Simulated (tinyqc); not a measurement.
Standing waves and exposure in a photoresist film: one step. Intensity and exposure over the lowest period. Two cases, with inputs chosen for the exercise.

Task: Nine depths from d - period to d. Without bleaching during the exposure the share of unexposed compound is m = exp(-C D I).

Normal incidence from air. Unexposed resist: N1 = n1 + i k1 with k1 = (A + B) lam/(4 pi), lam in micrometres. r01 = (1 - N1)/(1 + N1), t01 = 2/(1 + N1). Below the resist lie the layer Na = na + i ka and the substrate Ns = ns + i ks: r12 = (r1a + ras x)/(1 + r1a ras x), x = exp(4 pi i Na da/lam), r1a = (N1 - Na)/(N1 + Na), ras = (Na - Ns)/(Na + Ns). With p = exp(2 pi i N1 d/lam), the field at depth z is E(z) = t01 [exp(2 pi i N1 z/lam) + r12 p^2 exp(-2 pi i N1 z/lam)]/(1 + r01 r12 p^2), the relative intensity I(z) = n1 |E(z)|^2 and the reflectance R = |(r01 + r12 p^2)/(1 + r01 r12 p^2)|^2.

Case 1.

Values chosen (a resist on Si, indices near tabulated ones; shifted at random, so the results belong to these values and not to a real crystal): d = 897 nm (resist thickness); lam = 365 nm (vacuum wavelength); C = 0.014 cm^2/mJ (exposure rate (Dill C)); D = 15 mJ/cm^2 (incident dose).

N1 = 1.6710000+0.0136515i
r12 = 0.266039+0.123824i
period = 109.2160 nm

Case 2.

Values chosen (a resist on Cu, indices near tabulated ones; shifted at random, so the results belong to these values and not to a real crystal): d = 117 nm (resist thickness); lam = 193 nm (vacuum wavelength); C = 0.023 cm^2/mJ (exposure rate (Dill C)); D = 80 mJ/cm^2 (incident dose).

N1 = 1.7300000+0.0081400i
r12 = 0.061679-0.155823i
period = 55.7803 nm

Give: Profile.

Result:

Case 1.

Profile:

| z (nm) | I | m |
|---|---|---|
| 787.8 | 1.001 | 0.810 |
| 801.4 | 1.009 | 0.809 |
| 815.1 | 0.823 | 0.841 |
| 828.7 | 0.549 | 0.891 |
| 842.4 | 0.347 | 0.930 |
| 856.0 | 0.332 | 0.933 |
| 869.7 | 0.511 | 0.898 |
| 883.3 | 0.777 | 0.850 |
| 897.0 | 0.972 | 0.815 |

I runs from 0.332 to 1.009 on these points, so m runs from 0.809 to 0.933; the least exposed point listed lies 41.0 nm above the bottom.

Case 2.

Profile:

| z (nm) | I | m |
|---|---|---|
| 61.2 | 1.107 | 0.131 |
| 68.2 | 0.863 | 0.204 |
| 75.2 | 0.692 | 0.280 |
| 82.1 | 0.692 | 0.280 |
| 89.1 | 0.862 | 0.205 |
| 96.1 | 1.099 | 0.132 |
| 103.1 | 1.263 | 0.098 |
| 110.0 | 1.255 | 0.099 |
| 117.0 | 1.079 | 0.137 |

I runs from 0.692 to 1.263 on these points, so m runs from 0.098 to 0.280; the least exposed point listed lies 41.8 nm above the bottom.

Computed by tinyqc, one run a case: `OMP_NUM_THREADS=1 python tinyqc.py N N+1 out.jsonl` with N = 1681222, 1681493; one thread of a shared Intel(R) Xeon(R) Processor @ 2.30GHz, about 0.01 s a run at most.
